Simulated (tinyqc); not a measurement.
Inside a calculation: buckled dimers of a reconstructed (001) surface, two dangling bonds a dimer. Values are carried at full precision from step to step, so a last printed digit may differ when a step is redone from the rounded ones.

In a dimer one atom moves up by z and the other down by z; the dangling bond of the up atom (more s-like) falls by gm z and that of the down atom rises by gm z. With all dimers tilted alike: H(k) = [[-gm z - 2 ta cos k, -tp - 2 tx cos k], [., gm z - 2 ta cos k]], k along the row in 1/a. Two electrons a dimer fill the lowest N of the 2N levels on the mesh k_j = (j + 1/2) pi/N. Total energy a dimer: W(z) = (2/N) sum of the filled levels + kf z^2. Repulsion between electrons is left out.

Constants: kB = 8.617333262e-05 eV/K.

Values chosen for the exercise (of the size met on Si(001); not measured data):
- tp = 0.4 eV (pi coupling inside a dimer)
- ta = 0.16 eV (coupling between like atoms along the row)
- tx = 0 eV (diagonal coupling along the row)
- gm = 2.34 eV/angstrom (shift of a dangling bond with height)
- z = 0.23 angstrom (a trial buckling)
- k = 0.32 pi/a (wave vector along the row)
- kf = 6.6 eV/angstrom^2 (force constant of buckling)
- N = 16 (k points)

## One k point at the trial buckling

Form H, its levels and the weight of the lower one on the up atom, (1 + gm z/sqrt((gm z)^2 + h^2))/2 with h the off-diagonal element; k is given in pi/a.

H (eV):
```
           up     down
up    -0.7097  -0.4000
down  -0.4000   0.3667
```

levels (eV): -0.8420  0.4991

weight on the up atom = 0.9013

## The bands on the mesh

Both levels at each k_j for the trial z, and W(z).

Levels (eV):
```
j   k (pi/a)    lower   upper
0     0.0312  -0.9890  0.3521
1     0.0938  -0.9768  0.3643
2     0.1562  -0.9528  0.3884
3     0.2188  -0.9179  0.4232
4     0.2812  -0.8736  0.4676
5     0.3438  -0.8214  0.5197
6     0.4062  -0.7635  0.5777
7     0.4688  -0.7019  0.6392
8     0.5312  -0.6392  0.7019
9     0.5938  -0.5777  0.7635
10    0.6562  -0.5197  0.8214
11    0.7188  -0.4676  0.8736
12    0.7812  -0.4232  0.9179
13    0.8438  -0.3884  0.9528
14    0.9062  -0.3643  0.9768
15    0.9688  -0.3521  0.9890
```

band energy = -1.3411 eV
elastic energy = 0.3491 eV
W = -0.9920 eV

The lower band is full and the upper empty.

## An isolated dimer

For ta = tx = 0, W = -2 sqrt(tp^2 + (gm z)^2) + kf z^2. It buckles if gm^2/kf > tp; then sqrt(tp^2 + (gm z)^2) = gm^2/kf, the gap is twice that, and the gain is (gm^2/kf - tp)^2 kf/gm^2.

gm^2/kf = 0.8296 eV
buckling z = 0.3106 angstrom
gap = 1.6593 eV
gain = 0.2225 eV

The pi bond is too weak to resist: the dimer tilts and charge moves to the up atom.

## The row at its minimum

Minimise W over z from 0 to 1 angstrom. Gap: lowest upper level less highest lower level on 201 points from 0 to pi (negative: overlap). Charge moved to the up atom: the mean of gm z/sqrt((gm z)^2 + h^2) over the mesh, valid for a full lower band.

z = 0.3106 angstrom
gain over flat dimers = 0.2225 eV

gap (eV): flat 0.1600, at the minimum 1.0193

charge moved = 0.876 e

With these values the flat row already has a gap and buckling widens it; fuller one-electron models of Si(001) and Ge(001) find the flat dimers metallic. Per dimer, the gain is also the barrier for flipping the whole row together in this picture, 8.6 kT at 300 K.

## Checks

- Buckling of an isolated dimer from the formula against numerical minimisation: both 0.3106.

Run: tinyqc, `OMP_NUM_THREADS=1 python tinyqc.py 1452115 1452116 out.jsonl`; Intel(R) Xeon(R) Processor @ 2.30GHz, one thread, shared host; about 0.02 s of CPU time with all checks.
